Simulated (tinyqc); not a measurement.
Deal-Grove kinetics of thermal oxidation of silicon. Changing the oxidant pressure p. Computed by tinyqc, a small Python program. Command: `OMP_NUM_THREADS=1 python tinyqc.py 3031505 3031506 out.jsonl oxide sweep`. One thread of a shared host (Intel(R) Xeon(R) Processor @ 2.30GHz), about 0.4 s of CPU time with the checks.

Oxidant diffuses through the oxide and reacts at the interface, so that dx/dt = B/(A + 2x) for the oxide thickness x.

Inputs (values chosen for the exercise, close to those used for silicon):
```
quantity,value,unit
prefactor B0,677,um^2/h
activation energy E_B,1.23,eV
prefactor (B/A)0,5.43e+06,um/h
activation energy E_A,2,eV
temperature T,1200,C
pressure exponent m of B/A,0.75,-
initial oxide x_i,0.01,um
time t,0.56,h
```

Ambient: dry oxygen. Surface: (111).

Constants: k_B = 8.617333262e-05 eV/K.

Method:
- B = B0 p exp(-E_B/(k_B T)), B/A = (B/A)0 p^m exp(-E_A/(k_B T)), p in atm; A = B/(B/A).
- Temperatures in kelvin are T(C) + 273.15.
- tau = (x_i^2 + A x_i)/B and x = (A/2) [sqrt(1 + 4 B (t + tau)/A^2) - 1], the root of x^2 + A x = B (t + tau).
- Silicon consumed is 0.44 times the oxide grown; the rate is B/(A + 2x).

One run for each value:
```
oxidant pressure p (atm),oxide thickness x (um),length A (um),final growth rate (um/h),parabolic constant B (um^2/h)
0.05,0.02841,0.02540,0.02551,2.0971e-03
0.12,0.04322,0.03161,0.04263,5.0330e-03
0.3,0.06923,0.03975,0.07061,1.2583e-02
0.72,0.10987,0.04947,0.11218,3.0198e-02
1.7,0.17325,0.06133,0.17483,7.1301e-02
4.2,0.27935,0.07688,0.27715,1.7616e-01
10,0.44032,0.09551,0.42967,4.1942e-01
25,0.70943,0.12009,0.68134,1.0485e+00
```

Describe and explain the trends.

Over the rows, oxide thickness x (um) rises from 0.0284 to 0.709 (exponent d ln y / d ln x 0.48 between the first rows and 0.52 between the last); length A (um) rises from 0.0254 to 0.120 (exponent d ln y / d ln x about 0.25 throughout); final growth rate (um/h) rises from 0.0255 to 0.681 (exponent d ln y / d ln x 0.59 between the first rows and 0.50 between the last). At the high end the exponent of oxide thickness x is 0.52, close to 0.50: x = sqrt(B t) with B proportional to p. B is proportional to p and B/A to p^0.75, so A goes as p^0.25. The exponent of x is bounded by m in the linear regime and tends to 1/2 in the parabolic one.
